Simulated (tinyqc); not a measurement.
Trench capacitor in an array: capacitance, non-linearity, leakage and relaxation: one step of the calculation.

A film between two metal electrodes, each interface adding a series capacitance ci. The small-signal permittivity is ek (1 + aq E^2); the field is found with the linear permittivity. Leakage J = J0 sinh(E/Ef). After a voltage step the film passes a relaxation current kr C V tt^(-nr), tt being the time in seconds. The sidewall is a coaxial capacitor with radii a = dm/2 - t and b = dm/2, depth AR dm; the end face is left out.

Question. Planar capacitance, field and non-linearity. Planar film: Cf = eps0 ek/t, 1/C = 1/Cf + 2/ci, EOT = 3.9 eps0/C, effective permittivity C t/eps0, E = (V/t) C/Cf; quadratic coefficient [C(V)/C - 1]/V^2 with Cf (1 + aq E^2) in C(V).

Values chosen for this exercise; permittivity of the order of that of titanium dioxide: relative permittivity of the film ek = 87.1; film thickness t = 21 nm; capacitance of each electrode interface (dead layer and screening) ci = 60 uF/cm^2; quadratic field coefficient of the permittivity aq = 0.026 cm^2/MV^2; bias V = 1 V; leakage prefactor J0 = 5.1e-10 A/cm^2; field for an e-fold rise of the leakage Ef = 0.44 MV/cm.

Constants: eps0 = 8.8541878128e-14 F/cm where lengths are in cm. Results are converted to the units shown.

Wanted: Cf; C; EOT; effective permittivity; E; quadratic coefficient; J.

Answer.

Cf = 3.6724 uF/cm^2
C = 3.2719 uF/cm^2
EOT = 1.0554 nm
effective permittivity = 77.601
E = 0.42426 MV/cm
quadratic coefficient = 4167.3 ppm/V^2
J = 5.7157e-10 A/cm^2

The interfaces take 10.9 % of the voltage.

Computed by the program tinyqc: `OMP_NUM_THREADS=1 python tinyqc.py 2102101 2102102 out.jsonl`, one thread of a shared Intel Xeon 2.30GHz, about 0.01 s for the whole run.
